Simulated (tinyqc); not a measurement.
Width and zero-phonon weight against temperature: configuration-coordinate model of a defect: Huang-Rhys factor and luminescence line shape. Computed by tinyqc, a small Python program. Command: `OMP_NUM_THREADS=1 python tinyqc.py 3019920 3019921 out.jsonl ccline walk`. One thread of a shared host (Intel(R) Xeon(R) Processor @ 2.30GHz), about 0.01 s of CPU time with the checks.

Ground state E_g(Q) = (1/2) omega_g^2 Q^2; excited state E_e(Q) = E_0 + (1/2) omega_e^2 (Q - dQ)^2 with omega_e = omega_g and E_0 = E_ZPL. Q is mass-weighted; the dipole does not depend on Q (Condon approximation).

Inputs (values chosen for the exercise, for a model defect in a wide-gap host): zero-phonon energy E_ZPL = 2.37 eV; displacement dQ = 0.872 u^(1/2) angstrom; ground-state phonon hbar omega_g = 92.9 meV.

Modes: equal frequencies in both states.

Constants: hbar^2/u = 4.18015928e-03 eV angstrom^2; k_B = 8.617333262e-05 eV/K.

Method:
- S = hbar omega dQ^2/(2 hbar^2/u) for each state; relaxation energy S hbar omega; absorption at E_0 + S_e hbar omega_e, emission at E_0 - S_g hbar omega_g; the Stokes shift is their difference.
- Overlaps <m_e|n_g> of harmonic-oscillator functions (Hermite recursion, positive leading coefficients) by a sum over an even grid (700 points from x = -9 to 9 + d for the small table, 1500 points from -16 to 16 + d for the thermal sums), with x = Q sqrt(omega_g/hbar), d = sqrt(2 S_g) and frequency ratio omega_e/omega_g.
- Initial levels m = 0..24 carry Boltzmann weights exp(-m hbar omega_e/k_B T), normalised; final levels n = 0..79; a line lies at E_ZPL + m hbar omega_e - n hbar omega_g with weight w_m <m|n>^2. Moments are taken over these weights without the E^3 factor; FWHM = 2 sqrt(2 ln 2) x standard deviation; the zero-phonon weight is the sum of w_m <m|m>^2.
- For comparison: FWHM(0) sqrt(coth(hbar omega_e/2 k_B T)) with FWHM(0) from the first row, and exp(-S_g coth(hbar omega_e/2 k_B T)).

S_g = 8.44940

Against temperature:

| T (K) | mean energy (eV) | FWHM (eV) | coth law (eV) | zero-phonon weight | exp(-S coth) |
|---|---|---|---|---|---|
| 54 | 1.5851 | 0.6359 | 0.6359 | 0.000214 | 2.1403e-04 |
| 160 | 1.5851 | 0.6367 | 0.6367 | 0.000228 | 2.0978e-04 |
| 320 | 1.5851 | 0.6582 | 0.6582 | 0.000700 | 1.1717e-04 |
| 540 | 1.5851 | 0.7290 | 0.7290 | 0.003069 | 1.5031e-05 |
| 860 | 1.5851 | 0.8529 | 0.8529 | 0.008726 | 2.5010e-07 |
| 1300 | 1.5851 | 1.0151 | 1.0151 | 0.016043 | 4.4524e-10 |
| 1500 | 1.5851 | 1.0832 | 1.0832 | 0.018621 | 2.2527e-11 |

What follows from these numbers?

The width grows by a factor 1.70, flat while k_B T is well below hbar omega and as sqrt(T) above; for equal frequencies the coth law is exact. The mean energy stays fixed, as it must for equal frequencies. The zero-phonon weight goes from 2.14e-4 to 0.0186; the single exponential assumes equal frequencies, leaves out lines that absorb and emit the same number of phonons, and falls to 2.25e-11. The rise of the weight is a feature of one sharp mode; with a spread of mode energies those lines leave the zero-phonon energy and the weight falls.
